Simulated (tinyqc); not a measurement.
Metal-interlayer-semiconductor contact, depinning against tunnelling resistance: one step of the calculation.

Zero bias, n-type semiconductor. Gap states at the semiconductor surface thin out as exp(-be ti), which unpins the barrier; electrons must then cross the interlayer (a rectangular barrier, no voltage drop across it) and the parabolic depleted layer, both by WKB. Energies E are counted from the Fermi level; no image force, parabolic bands.

Question. Exponents and integrand on an energy grid. With U = phiB - xi: for xi < E < phiB, y = (E - xi)/U and G1 = (U/E00) [sqrt(1 - y) - y ln((1 + sqrt(1 - y))/sqrt(y))], G1 = 0 above phiB; G2 = 2 ti sqrt(mi max(phiB + dE - E, 0)/C), C = hbar^2/(2 m0); f = 1/(1 + exp(E/Vt)); integrand exp(-G1 - G2) f.

Parameters, values chosen for the exercise; semiconductor values close to those of silicon; interlayer mass of the order of that in strontium titanate, offset chosen freely:

| symbol | value | unit | meaning |
|---|---|---|---|
| T | 300 | K | temperature |
| ti | 1.3 | nm | interlayer thickness |
| dE | 0.16 | eV | conduction-band offset of the interlayer above the semiconductor |
| mi | 0.6 | m0 | tunnelling mass in the interlayer |

Constants: q = 1.602176634e-19 C, kB = 1.380649e-23 J/K, hbar = 1.054571817e-34 J s, m0 = 9.1093837015e-31 kg, Vt = kB T/q, hbar^2/(2 m0) = 0.0380998212 eV nm^2. Results are converted to the units shown.

E, point 0 to 13 (eV): [-0.05, -0.03, -0.01, 0.01, 0.03, 0.05, 0.07, 0.09, 0.11, 0.13, 0.15, 0.17, 0.19, 0.21]
phiB = 0.13704005 eV
xi = -0.052916484 eV
E00 = 0.11083569 eV

Give: G1; G2; f; integrand.

Answer.

G1, point 0 to 13: [1.6276, 1.2517, 0.9755, 0.7487, 0.5575, 0.3956, 0.2597, 0.1486, 0.0632, 0.0082, 0.0000, 0.0000, 0.0000, 0.0000]
G2, point 0 to 13: [6.0782, 5.9005, 5.7172, 5.5279, 5.3318, 5.1283, 4.9163, 4.6948, 4.4623, 4.2169, 3.9564, 3.6775, 3.3757, 3.0440]
f, point 0 to 13: [0.87370, 0.76141, 0.59552, 0.40448, 0.23859, 0.12630, 0.062519, 0.029847, 0.013995, 0.0065052, 0.0030116, 0.0013916, 6.4248e-4, 2.9650e-4]
integrand, point 0 to 13 (in units of 1e-4): [3.9335, 5.9628, 7.3839, 7.6035, 6.6059, 5.0399, 3.5328, 2.3520, 1.5155, 0.9513, 0.5762, 0.3519, 0.2197, 0.1413]

tinyqc, about 0.04 s, one thread, Intel Xeon 2.30GHz (shared host): `OMP_NUM_THREADS=1 python tinyqc.py 2270134 2270135 out.jsonl`
